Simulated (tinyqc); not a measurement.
# Worked calculation: frequency dispersion of an accumulation capacitance by border traps, distributed model

Numbers from tinyqc (`OMP_NUM_THREADS=1 python tinyqc.py 2202138 2202139 out.jsonl`; about 0.3 s on one thread of a shared Intel Xeon 2.30GHz). Printed values are rounded.

Traps spread evenly through the insulator exchange electrons with the semiconductor by tunnelling, with tau(x) = t0 exp(2 ka x) at depth x from the interface. The admittance per area Y seen at depth x obeys dY/dx = -Y^2/(i w eps0 eox) + q Nb ln(1 + i w tau)/tau, with Y(0) = i w Cs and w = 2 pi f; the gate sees Y(tox) = G + i w C. Working variable y = Y/(i w), in uF/cm^2. Cox = eps0 eox/tox.

Parameters, values chosen for the exercise; permittivity close to that of zirconium oxide: relative permittivity of the insulator eox = 21.1; insulator thickness tox = 5 nm; semiconductor capacitance in accumulation Cs = 1.3 uF/cm^2; density of border traps Nb = 5.2e18 cm^-3 eV^-1; decay constant of the wave function in the insulator ka = 3.4 1/nm; time constant of a trap at the interface t0 = 6e-9 s; frequency f = 10000 Hz; depth down to which the steps are taken xe = 1.9 nm.

Constants: q = 1.602176634e-19 C, eps0 = 8.8541878128e-14 F/cm where lengths are in cm. Results are converted to the units shown.

## Scales and lumped estimate

Cox; trap-free value 1/(1/Cox + 1/Cs); response depth d = ln(1/(w t0))/(2 ka), where w tau = 1; lumped estimate: all traps within d act as C_bt = q Nb d placed at d/2, so C = 1/{1/[1/(1/Cs + d/(2 eps0 eox)) + C_bt] + (tox - d/2)/(eps0 eox)}.

Cox = 3.73647 uF/cm^2
trap-free C = 0.964447 uF/cm^2
d = 1.15931 nm
C_bt = 0.0965856 uF/cm^2
lumped C = 1.02098 uF/cm^2

The traps within reach amount to 0.0743 Cs and lie in the first 23.2 % of the insulator.

## Midpoint steps through the active depth

In terms of y: dy/dx = -y^2/(eps0 eox) + s(x), s = q Nb ln(1 + z)/z, z = i w tau. 10 midpoint steps of h = xe/10: y_half = y + (h/2) y'(x, y), y(new) = y + h y'(x + h/2, y_half).

```
point,x (nm),s (uF/(cm^2 nm)),y (uF/cm^2)
0,0,0.0833132-0.0000157i,1.30000+0.00000i
1,0.19,0.0833131-0.0000572i,1.29866-0.00001i
2,0.38,0.0833125-0.0002081i,1.29736-0.00003i
3,0.57,0.0833040-0.0007573i,1.29608-0.00010i
4,0.76,0.0831919-0.0027511i,1.29484-0.00037i
5,0.95,0.0817552-0.0097555i,1.29355-0.00135i
6,1.14,0.0683957-0.0270970i,1.29139-0.00459i
7,1.33,0.0330730-0.0315150i,1.28425-0.01071i
8,1.52,0.0106470-0.0176122i,1.27127-0.01509i
9,1.71,0.0030475-0.0073766i,1.25611-0.01688i
10,1.9,0.0008465-0.0027255i,1.24057-0.01730i
```

## Capacitance and conductance at the gate

y at xe = 1.24057-0.01730i uF/cm^2

Beyond xe the traps are ignored, so 1/y(tox) = 1/y(xe) + (tox - xe)/(eps0 eox); C = Re y, G/w = -Im y, loss tangent G/(w C).

y at the gate = 1.02882-0.01190i uF/cm^2
C = 1.02882 uF/cm^2
G/w = 0.0118973 uF/cm^2
loss tangent = 0.0115640

A fine integration over the whole insulator gives C = 1.0290 and G/w = 0.01222 uF/cm^2; the coarse G/w is 2.6 % below that. The fine C is 6.7 % above the trap-free value, and the lumped estimate is 0.78 % below the fine result.
